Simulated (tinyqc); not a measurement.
Undoped symmetric double-gate MOSFET, analytic potential model: two steps of the calculation.

An undoped body of thickness ts between two equal insulators and tied gates; long channel, electrons only, n = ni exp((psi - V)/Vt) with V the quasi-Fermi potential (0 at the source, Vd at the drain), constant mobility, no quantisation. Across the body psi(x) = V - 2 Vt ln[(ts/(2 beta)) sqrt(q ni/(2 eps0 eps_r Vt)) cos(2 beta x/ts)], x from the centre. Q is the electron charge per area of the whole body.

Values chosen for this exercise; material values close to those of silicon: temperature T = 400 K; relative permittivity of the semiconductor eps_r = 11.6; body thickness ts = 15 nm; channel mobility mu = 180 cm^2/(V s); gate length L = 2 um; gate voltage Vg = 0.57 V; drain voltage Vd = 0.3 V.

Constants: q = 1.602176634e-19 C, kB = 1.380649e-23 J/K, Vt = kB T/q, eps0 = 8.8541878128e-14 F/cm where lengths are in cm. Results are converted to the units shown.

Problem 1. beta at the source by Newton steps in z = ln(tan beta). With V = 0, t = exp(z), beta = arctan(t): f = ln(beta) + (1/2) ln(1 + t^2) + 2 r beta t - (Vg - V0)/(2 Vt); with c = t/(1 + t^2), df/dz = c/beta + t c + 2 r t (c + beta); z(new) = z - f/(df/dz).

z after iteration 1 = -0.85282409
r = 0.17753567
V0 = 0.62289824 V

Find: beta; f; df/dz; z after iteration 2.

Solution 1.

beta = 0.4029
f = 0.002673
df/dz = 1.165
z after iteration 2 = -0.8551

Problem 2. Charges and drain current. beta (between 0 and pi/2) solves (Vg - V0 - V)/(2 Vt) = ln(beta) - ln(cos beta) + 2 r beta tan(beta). Q = 8 eps0 eps_r Vt beta tan(beta)/ts; I = mu (1/L)(4 eps0 eps_r/ts)(2 Vt)^2 [g(beta_s) - g(beta_d)] per width, g = beta tan(beta) - beta^2/2 + r beta^2 tan^2(beta), with beta_s at V = 0 and beta_d at V = Vd.

beta_s = 0.40206721
beta_d = 0.0059817139
r = 0.17753567

Find: Qs; Qd; g(beta_s); g(beta_d); I.

Solution 2.

Qs = 32.282 nC/cm^2
Qd = 0.0067561 nC/cm^2
g(beta_s) = 0.095332
g(beta_d) = 1.7891e-5
I = 0.11166 uA/um

The term r beta^2 tan^2(beta), which gives the square law, makes up 5.44 % of g at the source.

Computed by the program tinyqc: `OMP_NUM_THREADS=1 python tinyqc.py 2440161 2440162 out.jsonl`, one thread of a shared Intel Xeon 2.30GHz, about 0.03 s for the whole run.
